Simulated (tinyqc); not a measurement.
On-chip interconnect, size-dependent resistivity and RC delay: two steps of the calculation.

A rectangular line between two neighbours and two ground planes. Surface and grain-boundary scattering are added to the bulk resistivity as corrections; capacitances are parallel-plate values without fringing; inductance is ignored.

Inputs (values chosen for the exercise); metal values close to those of copper:
- Lw = 11 um (line length)
- Rd = 1400 ohm (driver resistance)
- Cl = 5 fF (load capacitance)
- dt = 14 ps (time step)

Problem 1. Ladder and Elmore delays. 6 equal pi sections: series Rs = r Lw/6; node capacitances c Lw/6, halved at nodes 0 and 6, with Cl added to node 6; Rd feeds node 0. Elmore delay of node k: the sum, over the resistors on the path to k, of resistance times all capacitance downstream of it.

r = 556.73774 ohm/um
c = 0.096575889 fF/um

Find: Rs; C; Elmore delay.

Solution 1.

Rs = 1021 ohm

```
node   C (fF)  Elmore delay (ps)
0     0.08853              8.487
1      0.1771              14.58
2      0.1771              20.50
3      0.1771              26.24
4      0.1771              31.79
5      0.1771              37.17
6       5.089              42.36
```

The far-end value equals Rd (c Lw + Cl) + r Lw (c Lw/2 + Cl) for any number of pi sections; the line resistance contributes 80.0 % of it.

Problem 2. Node voltages after a time step. A 1 V step is applied behind Rd at t = 0. C dv/dt = -G v + b, with G the conductance matrix of the ladder (1/Rs between neighbours, 1/Rd added at node 0) and b = (1 V/Rd, 0, ...). Backward Euler step: (C/dt + G) v(new) = (C/dt) v + b.

Rs = 1020.6859 ohm

```
node       C (fF)  v at t = 1 dt (V)
0     0.088527898         0.83024126
1      0.17705580         0.71183529
2      0.17705580         0.60261801
3      0.17705580         0.50117960
4      0.17705580         0.40621065
5      0.17705580         0.31648524
6       5.0885279         0.23084517
```

Give: v at t = 2 dt.

Solution 2.

v at t = 2 dt, node 0 to 6 (V): 0.8880  0.8067  0.7267  0.6482  0.5717  0.4972  0.4252

Range of the model: The metal width is under the mean free path, where the thick-limit surface term and the simple sum of corrections lose accuracy.

Numbers from tinyqc (`OMP_NUM_THREADS=1 python tinyqc.py 2100010 2100011 out.jsonl`; about 0.01 s on one thread of a shared Intel Xeon 2.30GHz).
